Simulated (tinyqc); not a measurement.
Inside a calculation. Model: resistance of a tapered via with liner, size effect and interface.

Computed by the program tinyqc: `OMP_NUM_THREADS=1 python tinyqc.py 2750181 2750182 out.jsonl`, one thread of a shared Intel Xeon 2.30GHz, about 0.01 s for the whole run. Printed values are rounded.

A round via whose diameter grows from db at the bottom as D(z) = db + 2 z/tan(ang). The fill, of diameter D - 2 tl, starts above the bottom liner (thickness fb tl) and has rho = rho0 (1 + ks lam/(D - 2 tl)); the sidewall liner conducts in parallel with it. The bottom liner and the interface are crossed over the full area pi db^2/4. Spreading in the lines above and below is left out.

Inputs (values chosen for the exercise); fill metal close to copper:
- db = 53 nm (diameter at the bottom)
- hv = 100 nm (height)
- ang = 88 degrees (sidewall angle)
- rho0 = 1.72 uohm cm (bulk resistivity of the fill)
- lam = 39.3 nm (mean free path of the fill)
- ks = 1 (size-effect factor)
- tl = 1.6 nm (liner on the sidewall)
- fb = 0.7 (liner at the bottom over that on the sidewall)
- rl = 200 uohm cm (resistivity of the liner)
- ri = 5.1e-12 ohm cm^2 (interface resistivity at the bottom)
- Sb = 1.1e15 S/m^2 (ballistic conductance per area, about 3/(4 rho0 lam))

## Slices of the via

Slices between z0 = fb tl and hv, evaluated at their midpoints: conductance per length pi/4 [(D - 2 tl)^2/rho + (D^2 - (D - 2 tl)^2)/rl], slice resistance = slice height over that. 10 slices.

```
slice,z (nm),D (nm),rho (uohm cm),slice resistance (ohm)
0,6.064,53.42352,3.065903,0.1527173
1,15.95200,54.11411,3.047648,0.1477236
2,25.84,54.80471,3.029881,0.1429635
3,35.72800,55.49530,3.012583,0.1384229
4,45.61600,56.18589,2.995736,0.1340889
5,55.50400,56.87648,2.979322,0.1299494
6,65.39200,57.56708,2.963326,0.1259932
7,75.28,58.25767,2.947731,0.1222097
8,85.16800,58.94826,2.932522,0.1185894
9,95.05600,59.63886,2.917685,0.1151231
```

## Total resistance

R_fill = sum of the slices; R_bottom = rl fb tl/(pi db^2/4); R_interface = ri/(pi db^2/4); ballistic (Sharvin) limit 1/(Sb pi (db - 2 tl)^2/4); ideal cylinder rho0 hv/(pi db^2/4).

parts (ohm): fill 1.327781, bottom liner 1.015328, interface 0.2311684
R = 2.574277 ohm
shares (%): fill 51.57878, bottom liner 39.44128, interface 8.97994
ballistic limit = 0.4667225 ohm
ideal cylinder = 0.7796269 ohm

The fill is the largest part, and R is 3.30 times the ideal cylinder. With 2000 slices R = 2.5744 ohm.
